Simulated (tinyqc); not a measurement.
## Undoped symmetric double-gate MOSFET, analytic potential model: effect of the gate work function less that of the intrinsic body

An undoped body of thickness ts between two equal insulators and tied gates; long channel, electrons only, n = ni exp((psi - V)/Vt) with V the quasi-Fermi potential (0 at the source, Vd at the drain), constant mobility, no quantisation. Across the body psi(x) = V - 2 Vt ln[(ts/(2 beta)) sqrt(q ni/(2 eps0 eps_r Vt)) cos(2 beta x/ts)], x from the centre. Q is the electron charge per area of the whole body.

ni = sqrt(Nc Nv) exp(-Eg/(2 Vt)), Eg in volts; r = eps_r tox/(eox ts); V0 = dphi + 2 Vt ln[(2/ts) sqrt(2 eps0 eps_r Vt/(q ni))]. beta (between 0 and pi/2) solves (Vg - V0 - V)/(2 Vt) = ln(beta) - ln(cos beta) + 2 r beta tan(beta). Q = 8 eps0 eps_r Vt beta tan(beta)/ts; I = mu (1/L)(4 eps0 eps_r/ts)(2 Vt)^2 [g(beta_s) - g(beta_d)] per width, g = beta tan(beta) - beta^2/2 + r beta^2 tan^2(beta), with beta_s at V = 0 and beta_d at V = Vd.  I(low) is taken at Vg = 0.05 V, Qs and I(high) at Vg = 0.8 V.

Inputs (values chosen for the exercise); material values close to those of silicon:
```
symbol    value        unit                                      meaning
T           400           K                                  temperature
Eg          1.1          eV                                     band gap
eps_r      11.5               relative permittivity of the semiconductor
Nc      4.23e19       cm^-3       conduction-band density of states at T
Nv      4.06e19       cm^-3          valence-band density of states at T
eox        7.37              relative permittivity of the gate insulator
tox         3.1          nm                          insulator thickness
ts           10          nm                               body thickness
mu          130  cm^2/(V s)                             channel mobility
L           0.2          um                                  gate length
Vd         0.05           V                                drain voltage
```

Constants: q = 1.602176634e-19 C, kB = 1.380649e-23 J/K, Vt = kB T/q, eps0 = 8.8541878128e-14 F/cm where lengths are in cm. Results are converted to the units shown.

Effect of the gate work function less that of the intrinsic body:

| dphi (V) | V0 (V) | I(low) (nA/um) | Qs(high) (nC/cm^2) | I(high) (uA/um) |
|---|---|---|---|---|
| -0.29 | 0.1510 | 238.0 | 2138 | 66.49 |
| -0.24 | 0.2010 | 59.17 | 1953 | 60.51 |
| -0.19 | 0.2510 | 14.08 | 1770 | 54.60 |
| -0.14 | 0.3010 | 3.313 | 1590 | 48.77 |
| -0.09 | 0.3510 | 0.7773 | 1412 | 43.05 |
| -0.04 | 0.4010 | 0.1823 | 1238 | 37.44 |
| 0.01 | 0.4510 | 0.04273 | 1067 | 31.97 |

What does the comparison show?

As dphi goes from -0.29 to 0.01 V, I(low) falls from 238 to 0.0427 nA/um and I(high) falls from 66.5 to 32.0 uA/um. V0 rises from 0.151 to 0.451 V. In every row the surface density at the source at the higher gate voltage passes 0.3 Nc, where Boltzmann statistics fail.

tinyqc, about 0.01 s, one thread, Intel Xeon 2.30GHz (shared host): `OMP_NUM_THREADS=1 python tinyqc.py 2440048 2440049 out.jsonl`
